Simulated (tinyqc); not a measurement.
From results to parameters: two-site tight-binding chain. Computed by the program tinyqc.

Problem. A two-site chain has site energies +delta (A) and -delta (B) and hoppings t1 > t2 > 0, so E = +/- sqrt(delta^2 + |t1 + t2 exp(-ika)|^2). Find delta, t1 and t2.

upper band at k = 0 = 3.880619 eV
upper band at the zone edge = 0.965194 eV
weight of the upper band on site A at the zone edge = 0.997309

Solution. The weight on A is (1 + delta/E)/2, which gives delta; then t1 + t2 = sqrt(E(0)^2 - delta^2) and t1 - t2 = sqrt(E(edge)^2 - delta^2).

delta, t1, t2 (eV): 0.9600  1.9300  1.8300
